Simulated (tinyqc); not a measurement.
Inside a calculation. Model: undoped gate-all-around wire MOSFET, analytic charge model.

Program tinyqc, `OMP_NUM_THREADS=1 python tinyqc.py 2460089 2460090 out.jsonl`; Intel Xeon 2.30GHz, shared host, one thread, about 0.02 s. Printed values are rounded.

An undoped round wire of radius R under an insulator shell and a surrounding gate; long channel, electrons only, n = ni exp((psi - V)/Vt) with V the quasi-Fermi potential (0 at the source, Vd at the drain), constant mobility, no quantisation. The radial Poisson equation gives n(r) = n(0)/(1 - (1 - b) r^2/R^2)^2 with b = Q0/(Q + Q0). Q is the electron charge per area of the wire surface.

Values chosen for this exercise; material values close to those of gallium arsenide: temperature T = 250 K; band gap Eg = 1.42 eV; relative permittivity of the semiconductor eps_r = 13; conduction-band density of states at T Nc = 3.3e17 cm^-3; valence-band density of states at T Nv = 6.82e18 cm^-3; relative permittivity of the gate insulator eox = 21.5; insulator thickness tox = 11 nm; wire radius R = 15 nm; gate work function less that of the intrinsic body dphi = -0.1 V; channel mobility mu = 520 cm^2/(V s); gate length L = 0.2 um; gate voltage Vg = 0.77 V; drain voltage Vd = 0.3 V.

Constants: q = 1.602176634e-19 C, kB = 1.380649e-23 J/K, Vt = kB T/q, eps0 = 8.8541878128e-14 F/cm where lengths are in cm. Results are converted to the units shown.

Range of the model: The surface density at the source passes 0.3 Nc, where Boltzmann statistics fail. mu V/L, with V the smaller of Vd and Vg - V0, passes 3e6 cm/s, so velocity saturation, left out here, would lower the current.

## Constants of the wire

ni = sqrt(Nc Nv) exp(-Eg/(2 Vt)), Eg in volts; Cox = eps0 eox/(R ln(1 + tox/R)); Q0 = 4 eps0 eps_r Vt/R; V0 = dphi + Vt ln[8 eps0 eps_r Vt/(q ni R^2)].

ni = 7297.584 cm^-3
Cox = 2.307261 uF/cm^2
Q0 = 66.12622 nC/cm^2
V0 = 0.5883945 V

## Iteration 1: charge at the source by Newton steps in y = ln(Q/Q0)

y at the start = 0

With V = 0 and Q = Q0 exp(y): f = Q/Cox + Vt y + Vt ln(1 + Q/Q0) - (Vg - V0); df/dy = Q/Cox + Vt (1 + Q/(Q + Q0)); y(new) = y - f/(df/dy).

Q = 66.12622 nC/cm^2
f = -0.1380127 V
df/dy = 0.06097506 V
y after iteration 1 = 2.263429

## Iteration 2: charge at the source by Newton steps in y = ln(Q/Q0)

As before.

Q = 635.8701 nC/cm^2
f = 0.1936448 V
df/dy = 0.3166526 V
y after iteration 2 = 1.651892

## Course of the iteration: charge at the source by Newton steps in y = ln(Q/Q0)

Stop when y changes by less than 1e-11, or after 60 iterations.

Course of the iteration:
```
iteration	y	|change|
1	2.263429	2.26
2	1.651892	0.612
3	1.425272	0.227
4	1.402227	0.0230
5	1.402019	2.08e-4
6	1.402019	1.67e-8
7	1.402019	0
```

Converged in 7 iterations. At the end the number of correct digits about doubles with each step.

## Drain current and line charge

Qs = 268.6971 nC/cm^2
Qd = 0.2688646 nC/cm^2

Q solves Vg - V0 - V = Q/Cox + Vt ln(Q/Q0) + Vt ln(1 + Q/Q0). I = mu (2 pi R/L)[2 Vt (Qs - Qd) + (Qs^2 - Qd^2)/(2 Cox) + Vt Q0 ln((Qd + Q0)/(Qs + Q0))], with Qs at V = 0 and Qd at V = Vd. Electrons per length at the source: 2 pi R Qs/q; surface over centre density: (1 + Qs/Q0)^2.

first term = 2.834103 uA
second term = 3.833923 uA
third term = -0.5648124 uA
I = 6.103213 uA
electrons per length = 1.580606 1/nm
surface over centre density = 25.63799

The square-law term makes up 62.8 % of the current.
